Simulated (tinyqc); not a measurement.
Sharpness of the interface: valley splitting of a silicon quantum well in envelope theory.

The well lies at 0 < z < L; U(z) = V0 [1/(1 + exp(z/w)) + 1/(1 + exp((L - z)/w))] - e F z, 1 mV/nm = 1e-4 eV/angstrom. The envelope psi solves -(c/ml) psi'' + U psi = E psi, c = hbar^2/2m0, by three-point differences on a grid of 0.1 angstrom from -40 to L + 40 angstrom. The two valleys at +/- k0 couple through D = C0 times the integral of exp(-i q z) U(z) psi^2, q = 2 k0 (2 pi/a), and split by Ev = 2|D|.

Random alloy: with Y(z) = Yw + (Yb - Yw) B(z), B the bracket in U, and in-plane density exp(-r^2/ad^2)/(pi ad^2), D gains a random complex part of variance sigma^2 = (C0^2/pi)(a^2 V0/(8 ad (Yb - Yw)))^2 (4/a) times the integral of psi^4 Y (1 - Y). Alone it gives a mean splitting sqrt(pi) sigma; together with the smooth part the rms splitting is 2 sqrt(|D|^2 + sigma^2).

Constants: hbar^2/2m0 = 3.80998211 eV angstrom^2.

Parameters, chosen for this exercise (near those of a strained Si well in SiGe; the results hold for these values, not for the real material):

| symbol | value | unit | meaning |
|---|---|---|---|
| L | 102 | angstrom | well width |
| V0 | 0.16 | eV | conduction offset |
| ml | 0.923 | m0 | mass along z |
| F | 13.7 | mV/nm | field pressing towards the upper interface |
| k0 | 0.851 | 2 pi/a | valley position |
| a | 5.431 | angstrom | lattice constant |
| C0 | 0.261 |  | Bloch overlap factor |
| Yb | 0.24 |  | Ge share of the barrier |
| Yw | 0 |  | Ge share of the well |
| ad | 140 | angstrom | dot radius |
| ws | (0.2, 0.6, 0.9, 1.5, 2.2, 2.7, 4.2) | angstrom | interface widths |

The smooth part 2|D| and the disorder part against w, beside y/sinh(y) with y = pi q w. The 12 to 88 % width of the step is 4w.

Results:

| w (angstrom) | 4w (angstrom) | 2\|D\| (micro-eV) | y/sinh(y) | sqrt(pi) sigma (micro-eV) |
|---|---|---|---|---|
| 0.2 | 0.8 | 286.73 | 0.78 | 18.2 |
| 0.6 | 2.4 | 67.86 | 0.18 | 20.4 |
| 0.9 | 3.6 | 16.33 | 0.043 | 22.7 |
| 1.5 | 6.0 | 0.72 | 0.0017 | 28.2 |
| 2.2 | 8.8 | 0.02 | 3.3e-05 | 35.3 |
| 2.7 | 10.8 | 0.00 | 1.9e-06 | 40.2 |
| 4.2 | 16.8 | 0.00 | 2.7e-10 | 53.4 |

The smooth part needs a Fourier component of U psi^2 at a wavelength of 3.19 angstrom; from the first row to the third it falls by a factor 17.6, while y/sinh(y) falls by 18.4 (the envelope near the step and the phase between the two interfaces change too). The disorder part goes from 18.2 to 53.4 micro-eV, growing as the electron overlaps more alloy. It takes over between w = 0.6 and 0.9 angstrom, that is a step 2.4 to 3.6 angstrom wide, with 1.36 angstrom to an atomic layer.

tinyqc: `OMP_NUM_THREADS=1 python tinyqc.py 1250417 1250418 out.jsonl`; about 0.2 s, one thread, shared Intel(R) Xeon(R) Processor @ 2.30GHz.
